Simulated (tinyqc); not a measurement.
Reverse leakage of an n+-p junction: diffusion, generation, trap-assisted and band-to-band tunnelling: leakage components against the reverse bias.

One-sided abrupt junction in the depletion approximation, x from the junction (0) to W on the p side, field F = F0 (1 - x/W). Flat quasi-Fermi levels, long p side. Traps generate through SRH with both lifetimes shortened by 1 + Gamma (Hurkx enhancement, form for moderate fields); band-to-band generation is local and needs a total bending above Eg.

ni = sqrt(Nc Nv) exp(-Eg/(2 Vt)), Eg in volts; Vbi = Vt ln(Na Nd/ni^2); W = sqrt(2 eps0 eps_r (Vbi + VR)/(q Na)); F0 = 2 (Vbi + VR)/W; FG = sqrt(24 mt m0 (kB T)^3)/(q hbar); J_diff = q ni^2 sqrt(Dn/tau)(1 - exp(-VR/Vt))/Na. u = (Vbi + VR)(1 - x/W)^2, p = Na exp(-u/Vt), n = Nd exp((u - Vbi - VR)/Vt); G0 = ni^2 (1 - exp(-VR/Vt))/(tau (n + p + 2 ni cosh(Et/Vt))); Gamma = 2 sqrt(3 pi)(F/FG) exp((F/FG)^2); trap-assisted part G0 Gamma; G_bb = Ab F^2.5 exp(-Bb/F) with F in V/cm, zero unless Vbi + VR > Eg, and counted as zero under 1 cm^-3 s^-1. Currents are q times the integrals over 0 to W; J_bb under 1e-8 of J is printed as 0; rows with F0/FG above 2.2, beyond the range of this Gamma, are left out.

Inputs (values chosen for the exercise); band and dielectric values close to those of germanium: temperature T = 358 K; band gap Eg = 0.664 eV; relative permittivity eps_r = 16.2; conduction-band density of states at T Nc = 1.36e19 cm^-3; valence-band density of states at T Nv = 7.93e18 cm^-3; acceptor density of the lighter side Na = 1.5e17 cm^-3; donor density of the heavier side Nd = 5e19 cm^-3; SRH lifetime of both carriers at zero field tau = 1e-9 s; trap level above the intrinsic level Et = 0 eV; tunnelling mass mt = 0.15 m0; electron diffusion coefficient on the lighter side Dn = 6.6 cm^2/s; band-to-band prefactor Ab = 3.9e14 cm^-0.5 V^-2.5 s^-1; band-to-band field constant Bb = 5.25e6 V/cm.

Constants: q = 1.602176634e-19 C, kB = 1.380649e-23 J/K, hbar = 1.054571817e-34 J s, m0 = 9.1093837015e-31 kg, Vt = kB T/q, eps0 = 8.8541878128e-14 F/cm where lengths are in cm. Results are converted to the units shown.

Results:
```
VR (V)	F0 (kV/cm)	F0/FG	J_diff (A/cm^2)	J_SRH (A/cm^2)	J_TAT (A/cm^2)	J_bb (A/cm^2)	J (A/cm^2)	largest part
0.2	162	0.435	0.00420	0.0444	0.0758	0	0.124	trap-assisted tunnelling
1	230	0.618	0.00420	0.132	0.360	1.00e-7	0.497	trap-assisted tunnelling
1.8	283	0.759	0.00420	0.193	0.705	1.66e-5	0.902	trap-assisted tunnelling
3.4	365	0.981	0.00420	0.286	1.63	0.00337	1.92	trap-assisted tunnelling
4.2	400	1.07	0.00420	0.325	2.25	0.0175	2.59	trap-assisted tunnelling
5	432	1.16	0.00420	0.360	2.99	0.0647	3.42	trap-assisted tunnelling
5.8	462	1.24	0.00420	0.392	3.90	0.189	4.48	trap-assisted tunnelling
6.6	491	1.32	0.00420	0.423	5.00	0.465	5.89	trap-assisted tunnelling
```

Estimate the missing row, VR = 2.6 V.

Computed row:
```
VR (V)	F0 (kV/cm)	F0/FG	J_diff (A/cm^2)	J_SRH (A/cm^2)	J_TAT (A/cm^2)	J_bb (A/cm^2)	J (A/cm^2)	largest part
2.6	327	0.877	0.00420	0.243	1.12	3.79e-4	1.37	trap-assisted tunnelling
```

With this row back in the table: J rises from 0.124 to 5.89 A/cm^2. Trap-assisted tunnelling leads at VR = 0.2 and in all other rows. The ratio J_TAT/J_SRH goes from 1.71 to 11.8 as F0/FG goes from 0.435 to 1.32.

Range of the model: The n+ side is degenerate, so Vbi from Boltzmann statistics is only a guide.

Numbers from tinyqc (`OMP_NUM_THREADS=1 python tinyqc.py 2290142 2290143 out.jsonl`; about 0.01 s on one thread of a shared Intel Xeon 2.30GHz).
